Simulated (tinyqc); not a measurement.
Worked calculation: Hartree-Fock atom on a uniform radial grid, spin-unpolarised, for Be(2+). Computed by tinyqc, a small Python program that keeps every step. Settings: Z = 4, points = 256, R = 4.0, functional = hf2, mixing = 1.0, iteration cap = 60. Command: `OMP_NUM_THREADS=1 python tinyqc.py 28135 28136 out.jsonl` (the two numbers bound the seeds that draw the settings). One thread of a shared host (Intel(R) Xeon(R) Processor @ 2.60GHz), about 0.1 s of CPU time with the checks. Later iterations appear only in the table of the cycle.

## Iteration 1

Spherical atom on a uniform radial grid r_j = j h with h = R/(N + 1), h sum u^2 = 1 and integrals as h times sums, u(0) = u(R) = 0 (atomic units):
```
parameter           value
Z                       4
points N              256
R                4.000000
h                0.015564
mixing           1.000000
electrons in 1s         2
```

Three-point differences turn -u''/2 + [l(l+1)/2r^2 - Z/r + V] u = e u into a tridiagonal matrix (diagonal 1/h^2 + potential, off-diagonal -1/2h^2). D = sum f u^2; the Hartree potential y/r solves y'' = -D/r with y(0) = 0, y(R) = N_e; for two electrons in one orbital exchange is -V_H/2 (Hartree-Fock); E = sum f e - int D V + int D (V_H/2 + eps_xc); V(new) = V + mixing (V_H + v_xc - V).

eigenvalues (hartree): 1s -7.992263

Every 16th grid point:
```
r             V in     u(1s)         D       V_H       v_xc
0.249027  0.000000  1.471029  4.327851  5.844007  -2.922003
0.498054  0.000000  1.087240  2.364183  3.791812  -1.895906
0.747082  0.000000  0.602686  0.726461  2.649927  -1.324964
0.996109  0.000000  0.296964  0.176376  2.004337  -1.002168
1.245136  0.000000  0.137179  0.037636  1.605794  -0.802897
1.494163  0.000000  0.060834  0.007401  1.338481  -0.669241
1.743191  0.000000  0.026228  0.001376  1.147313  -0.573657
1.992218  0.000000  0.011077  0.000245  1.003905  -0.501953
2.241245  0.000000  0.004605  0.000042  0.892361  -0.446180
2.490272  0.000000  0.001891  0.000007  0.803125  -0.401562
2.739300  0.000000  0.000769  1.18e-06  0.730114  -0.365057
2.988327  0.000000  0.000310  1.92e-07  0.669271  -0.334635
3.237354  0.000000  0.000124  3.06e-08  0.617788  -0.308894
3.486381  0.000000  0.000048  4.66e-09  0.573661  -0.286830
3.735409  0.000000  0.000017  5.67e-10  0.535417  -0.267708
3.984436  0.000000  8.46e-07         0  0.501953  -0.250977
```

total energy = -13.48549625 hartree

## Iteration 2

As before.

eigenvalues (hartree): 1s -5.555161

Every 16th grid point:
```
r             V in     u(1s)         D       V_H       v_xc
0.249027  2.922003  1.382682  3.823621  5.495493  -2.747746
0.498054  1.895906  1.117502  2.497619  3.692260  -1.846130
0.747082  1.324964  0.697064  0.971796  2.626426  -1.313213
0.996109  1.002168  0.392122  0.307520  1.999278  -0.999639
1.245136  0.802897  0.208461  0.086912  1.604760  -0.802380
1.494163  0.669241  0.106917  0.022862  1.338276  -0.669138
1.743191  0.573657  0.053490  0.005722  1.147273  -0.573637
1.992218  0.501953  0.026278  0.001381  1.003898  -0.501949
2.241245  0.446180  0.012730  0.000324  0.892360  -0.446180
2.490272  0.401562  0.006099  0.000074  0.803125  -0.401562
2.739300  0.365057  0.002895  0.000017  0.730114  -0.365057
2.988327  0.334635  0.001363  3.71e-06  0.669271  -0.334635
3.237354  0.308894  0.000634  8.03e-07  0.617788  -0.308894
3.486381  0.286830  0.000285  1.63e-07  0.573661  -0.286830
3.735409  0.267708  0.000111  2.48e-08  0.535417  -0.267708
3.984436  0.250977  0.000006  6.90e-11  0.501953  -0.250977
```

total energy = -13.59550593 hartree

## Convergence

Stop when input and output potentials agree to 1e-7.

Course of the cycle (hartree):
```
iteration             E      e(1s)  largest |V(out) - V(in)|
1          -13.48549625  -7.992263                  3.99e+00
2          -13.59550593  -5.555161                  3.49e-01
3          -13.59696306  -5.673351                  4.17e-02
4          -13.59698350  -5.659120                  4.93e-03
5          -13.59698379  -5.660795                  5.83e-04
6          -13.59698379  -5.660597                  6.90e-05
7          -13.59698379  -5.660621                  8.16e-06
8          -13.59698379  -5.660618                  9.64e-07
9          -13.59698379  -5.660618                  1.14e-07
10         -13.59698379  -5.660618                  1.35e-08
```

Converged in 10 iterations. A uniform grid resolves the cusp poorly: for a bare nucleus this grid gives 1s at -7.99226 against -Z^2/2 = -8 hartree. Before convergence this energy mixes input and output and is not variational, so it may rise towards its limit.
